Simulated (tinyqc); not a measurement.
## Pinning factor and decay constant from two barriers

Problem. phiB = S (phiM - chi) + (1 - S)(Eg - E0) with S = 1/(1 + (1/S0 - 1) exp(-be ti)). Find S0, S at the given thickness and be.

Values chosen for this exercise; semiconductor values close to those of 4H silicon carbide; interlayer mass of the order of that in zinc oxide, offset chosen freely: band gap Eg = 3.22 eV; electron affinity chi = 3.7 eV; charge-neutrality level above the valence band E0 = 1.9 eV; metal work function phiM = 3.95 eV.

phiB at ti = 0, 0.4 nm (eV): 0.6352  0.36310631

Answer. Each barrier gives its S by linear interpolation between the pinned and the unpinned value; the ratio of the two values of 1/S - 1 is exp(be ti).

S0 = 0.6400
S = 0.8943
be = 3.900 1/nm

Numbers from tinyqc (`OMP_NUM_THREADS=1 python tinyqc.py 2270127 2270128 out.jsonl`; about 0.04 s on one thread of a shared Intel Xeon 2.30GHz).
